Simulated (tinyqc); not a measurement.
## Bulk resistivity and mean free path from two films

Inverse problem. In the thick-film limit single-crystal films obey rho = rho0 (1 + 3 (1 - ps) lam/(8 d)). Find rho0, lam and the product rho0 lam.

Parameters, values chosen for the exercise: specular share of surface scattering ps = 0.

rho at d = 73 and 260 nm (uohm cm): 2.0578562  1.8076673

Solution. rho is a straight line in 1/d: the intercept is rho0 and the slope (3/8)(1 - ps) rho0 lam. Without ps only the product (1 - ps) lam could be found.

rho0 = 1.710 uohm cm
lam = 39.60 nm
rho0 lam = 67.72 uohm cm nm

Program tinyqc, `OMP_NUM_THREADS=1 python tinyqc.py 2100132 2100133 out.jsonl`; Intel Xeon 2.30GHz, shared host, one thread, about 0.01 s.
